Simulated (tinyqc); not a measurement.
Inside a calculation. Method: one-electron ion in a basis of Gaussians. One step of it, computed by the program tinyqc.

Question. Matrices over normalised Gaussians. With p = a_i + a_j and I(k) = Gamma((k+1)/2) / (2 p^((k+1)/2)): S = I(2l+2), T = (2l+3) a_i a_j S / p, V = -Z I(2l+1), each divided by sqrt(S_ii S_jj).

exponents of r^l exp(-a r^2) (1/bohr^2): 0.126000  0.374300  1.112000  3.302000  9.806000  29.120000

Z = 5

l = 2

Give: S; T; V.

Answer.

S, lower triangle:
```
       1      2      3      4      5      6
1  1.000
2  0.610  1.000
3  0.172  0.610  1.000
4  0.033  0.172  0.610  1.000
5  0.005  0.033  0.172  0.610  1.000
6  0.001  0.005  0.033  0.172  0.610  1.000
```

T (hartree), lower triangle:
```
       1      2      3       4       5        6
1  0.441
2  0.402  1.310
3  0.136  1.195  3.892
4  0.028  0.405  3.551  11.557
5  0.005  0.083  1.204  10.545  34.321
6  0.001  0.014  0.245   3.573  31.315  101.920
```

V (hartree), lower triangle:
```
        1       2       3       4        5        6
1  -1.511
2  -1.298  -2.603
3  -0.576  -2.236  -4.487
4  -0.182  -0.993  -3.855  -7.733
5  -0.050  -0.314  -1.712  -6.643  -13.326
6  -0.013  -0.087  -0.542  -2.949  -11.449  -22.963
```
